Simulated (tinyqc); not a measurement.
Deep-level transient spectroscopy (DLTS) of one majority-carrier trap: one step, computed by the program tinyqc.

A filling pulse loads the traps in a one-sided junction; under reverse bias they empty at the rate e, and the capacitance relaxes as C(t) = C_0 - dC exp(-e t). The signal is S = [C(t_2) - C(t_1)]/dC.

Task: Peak temperature and width. e = g sigma v N_b exp(-E/k_B T), v = sqrt(3 k_B T/m), N_b = 2 M (2 pi m k_B T/h^2)^(3/2), sigma = sigma_0 exp(-E_b/k_B T), E = E_t. S(e) = exp(-e t_1) - exp(-e t_2) peaks at the rate window e_0 = ln(t_2/t_1)/(t_2 - t_1). T_p solves e(T) = e_0 (bisection between 15 and 1500 K); the half-height points solve S = S_max/2 on either side.

Inputs (values chosen for the exercise, with mass and screening modelled on ZnO):
```
quantity                  value  unit
density-of-states mass m  0.273   m_0
valleys M                     1     -
trap depth E_t              0.8    eV
cross-section sigma_0     9e-15  cm^2
degeneracy ratio g            2     -
gate time t_1             0.004     s
ratio t_2/t_1                 2     -
temperature T               492     K
capture barrier E_b        0.13    eV
```

Carriers: electrons. Extra term: capture barrier.

rate window e_0 = 173.2868 1/s

peak height S_max = 0.25

Constants: k_B = 8.617333262e-05 eV/K; k_B = 1.380649e-23 J/K; m_0 = 9.1093837015e-31 kg; h = 6.62607015e-34 J s.

Give: peak temperature T_p; lower half-height point; upper half-height point; full width.

Result:

peak temperature T_p = 455.8 K

lower half-height point = 431.0 K

upper half-height point = 474.6 K

full width = 43.65 K

The width is 9.6 % of T_p, and E_t is 20.4 k_B T_p.
